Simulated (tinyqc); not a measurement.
# From sheet resistance R_s back to surface concentration C_s

Model: sheet resistance of a shallow doped layer with concentration-dependent mobility and limited activation. Computed by tinyqc, a small Python program. Command: `OMP_NUM_THREADS=1 python tinyqc.py 3028380 3028381 out.jsonl irvin inv`. One thread of a shared host (Intel(R) Xeon(R) Processor @ 2.30GHz), about 0.04 s of CPU time with the checks.

A layer of one dopant lies in a background of the opposite type. Current flows parallel to the surface down to the junction; depletion is ignored.

Inputs (values chosen for the exercise, modelled on arsenic in silicon):
```
quantity                          value        unit
length l                            110          nm
tail abruptness                     7.3   nm/decade
background C_B                  1.2e+18      1/cm^3
mobility floor mu_min              54.8  cm^2/(V s)
mobility mu_max                    1390  cm^2/(V s)
reference density N_r          9.89e+16      1/cm^3
exponent alpha                    0.698           -
prefactor of the active limit   1.9e+22      1/cm^3
energy of the active limit        0.478          eV
anneal temperature T                900           C
```

Profile: box with exponential tail.

Constants: k_B = 8.617333262e-05 eV/K; e = 1.602176634e-19 C.

Method:
- C(x) = C_s for x < l and C_s 10^(-(x - l)/abruptness) beyond.
- Temperatures in kelvin are T(C) + 273.15.
- Active limit C_a = prefactor x exp(-energy/(k_B T)); the junction lies where C = C_B, and the profile exceeds C_a down to x_a (zero if C_s is below C_a). Slope at the junction in nm per decade = ln(10) C/|dC/dx|.
- Active density N = min(C, C_a); carriers n = N - C_B; mobility mu = mu_min + (mu_max - mu_min)/(1 + ((N + C_B)/N_r)^alpha).
- Integrals from 0 to x_j, where C = C_B (Gauss-Legendre, 60 points on each smooth piece; 1 nm = 1e-7 cm): dose int C dx, carriers int n dx, mean mobility int n mu dx/int n dx, R_s = 1/(e int n mu dx).

Problem. A run gave the result below. Find the surface concentration C_s, known to lie between 6.2e+19 and 1.6e+20 1/cm^3.

sheet resistance R_s = 81.97086 ohm/square

Solution.

Each step takes the trial c = (a f_b - b f_a)/(f_b - f_a), f being the result less the target and a, b, c the logarithms of the listed values; c replaces end b, the old b replaces a if the sign of f changed, and otherwise f_a is halved.

Scan of the range:
```
surface concentration C_s (1/cm^3)  sheet resistance R_s (ohm/square)
6.20e+19                                                      130.438
7.26e+19                                                      113.478
8.50e+19                                                       98.614
9.96e+19                                                       85.530
1.17e+20                                                       73.924
1.37e+20                                                       64.006
1.60e+20                                                       55.492
```

False position (Illinois rule, in the logarithm of the input) inside the bracket:
```
step        end a        end b        trial  sheet resistance R_s (ohm/square)
1     9.96000e+19  1.17000e+20  1.04641e+20                            81.7999
2     9.96000e+19  1.04641e+20  1.04189e+20                            82.1206
3     1.04641e+20  1.04189e+20  1.04400e+20                            81.9707
4     1.04189e+20  1.04400e+20  1.04400e+20                            81.9709
5     1.04189e+20  1.04400e+20  1.04400e+20                            81.9709
6     1.04400e+20  1.04400e+20  1.04400e+20                            81.9709
```

Sheet resistance R_s falls at every point of a 13-point scan of the range (every second point is shown), so one value fits; it is bracketed by 9.96e19 and 1.17e20. Answer: surface concentration C_s = 1.044e20 1/cm^3.
